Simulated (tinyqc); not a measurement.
Worked calculation: plane-wave Kohn-Sham cycle with exchange-only LDA in a layered model solid. Computed by tinyqc, a small Python program that keeps every step. Settings: points = 16, plane-wave index or count = 3, electrons = 2, k points = 3, area = 23.0, mixing = 1.0, iteration cap = 72. Command: `OMP_NUM_THREADS=1 python tinyqc.py 20574 20575 out.jsonl` (the two numbers bound the seeds that draw the settings). One thread of a shared host (Intel(R) Xeon(R) Processor @ 2.60GHz), about 0.04 s of CPU time with the checks.

A solid whose potential varies along x alone (atomic units):
```
parameter                      value
period a                   14.700000
cross-section of the cell  23.000000
electrons per cell                 2
grid points                       16
plane waves -n..n, n               3
k points                           3
V1 in V1 cos(2 pi x/a)     -0.560000
```

Stop when sqrt(dV sum R^2) is below 1e-8, dV = a A/N.

Course of the cycle:
```
iteration  E (hartree)  norm of the residual
1          -1.07864470              1.60e-01
2          -0.76484533              1.73e-01
3          -1.04080515              1.74e-01
4          -0.76614631              1.74e-01
5          -1.04818314              1.75e-01
6          -0.76682972              1.75e-01
7          -1.05158996              1.75e-01
8          -0.76713572              1.75e-01
9          -1.05311796              1.75e-01
10         -0.76727188              1.75e-01
11         -1.05379858              1.75e-01
...                ...                   ...
62         -1.55085477              2.70e-01
63         -1.55085477              2.70e-01
64         -1.55085477              2.70e-01
65         -1.55085477              2.70e-01
66         -1.55085477              2.70e-01
67         -1.55085477              2.70e-01
68         -1.55085477              2.70e-01
69         -1.55085477              2.70e-01
70         -1.55085477              2.70e-01
71         -1.55085477              2.70e-01
72         -1.55085477              2.70e-01
```

Can the last value be used, and what does the course show?

Not by the stop rule, although the second column moves by less than 1e-07 over the last three steps. Not converged within 72 iterations: the residual has stopped falling. Reruns (cap 100 unless said): mixing 0.1: not converged; mixing 0.5, Kerker q0 1.0: not converged; mixing 0.3, Pulay depth 5: converged in 12 (E = -0.64726); the original settings with a cap of 400: not converged.
